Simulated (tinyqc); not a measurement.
Worked calculation: LDA (PW92) atom on a uniform radial grid, spin-unpolarised, for C. Computed by tinyqc, a small Python program that keeps every step. Settings: Z = 6, points = 128, R = 13.4, functional = lda,pw, mixing = 1.0, iteration cap = 50. Command: `OMP_NUM_THREADS=1 python tinyqc.py 20155 20156 out.jsonl` (the two numbers bound the seeds that draw the settings). One thread of a shared host (Intel(R) Xeon(R) Processor @ 2.60GHz), about 0.4 s of CPU time with the checks.

Spherical atom on a uniform radial grid r_j = j h with h = R/(N + 1), h sum u^2 = 1 and integrals as h times sums, u(0) = u(R) = 0 (atomic units):
```
parameter,value
Z,6
points N,128
R,13.400000
h,0.103876
mixing,1.000000
electrons in 1s,2
electrons in 2s,2
electrons in 2p,2
```

Three-point differences turn -u''/2 + [l(l+1)/2r^2 - Z/r + V] u = e u into a tridiagonal matrix (diagonal 1/h^2 + potential, off-diagonal -1/2h^2). D = sum f u^2; the Hartree potential y/r solves y'' = -D/r with y(0) = 0, y(R) = N_e; v_xc comes from rho = D/(4 pi r^2); E = sum f e - int D V + int D (V_H/2 + eps_xc); V(new) = V + mixing (V_H + v_xc - V).

Stop when input and output potentials agree to 1e-7.

Course of the cycle (hartree):
```
iteration,E,e(1s),e(2s),e(2p),largest |V(out) - V(in)|
1,-31.078106,-16.5265,-4.3958,-4.5386,1.26e+01
2,-32.311539,-6.3574,-0.0223,0.0523,5.43e+00
3,-33.923319,-10.8215,-1.5878,-1.4169,3.56e+00
4,-33.830106,-7.7124,-0.1789,0.0228,2.48e+00
5,-34.241301,-9.8871,-1.0404,-0.8298,2.11e+00
6,-34.245185,-8.0171,-0.2443,-0.0173,1.65e+00
7,-34.384192,-9.4641,-0.7920,-0.5653,1.42e+00
8,-34.399011,-8.2071,-0.2943,-0.0574,1.17e+00
9,-34.456586,-9.2325,-0.6740,-0.4392,1.01e+00
10,-34.468385,-8.3408,-0.3328,-0.0914,8.50e-01
11,-34.494911,-9.0863,-0.6065,-0.3675,7.38e-01
...,...,...,...,...,...
40,-34.542179,-8.7167,-0.4574,-0.2121,1.07e-02
41,-34.542181,-8.7261,-0.4608,-0.2156,9.29e-03
42,-34.542183,-8.7179,-0.4578,-0.2126,8.04e-03
43,-34.542185,-8.7250,-0.4604,-0.2152,6.96e-03
44,-34.542186,-8.7189,-0.4582,-0.2129,6.02e-03
45,-34.542187,-8.7242,-0.4601,-0.2149,5.21e-03
46,-34.542188,-8.7196,-0.4584,-0.2132,4.51e-03
47,-34.542188,-8.7236,-0.4599,-0.2147,3.90e-03
48,-34.542188,-8.7201,-0.4586,-0.2134,3.38e-03
49,-34.542189,-8.7231,-0.4597,-0.2145,2.92e-03
50,-34.542189,-8.7205,-0.4588,-0.2135,2.53e-03
```

Can the last value be used, and what does the course show?

Not by the stop rule, although the second column moves by less than 1e-06 over the last three steps; and the uniform grid itself carries an error of order h^2 at the cusp, far above the threshold. Not converged within 50 iterations: the residual falls steadily but slowly, by a factor of about 0.87 a step. Reruns (cap 100 unless said): mixing 0.3: converged in 47; mixing 0.6: converged in 19; the original settings with a cap of 400: converged in 121. Even converged, this uniform grid resolves the cusp poorly and misses the energy of the atom.
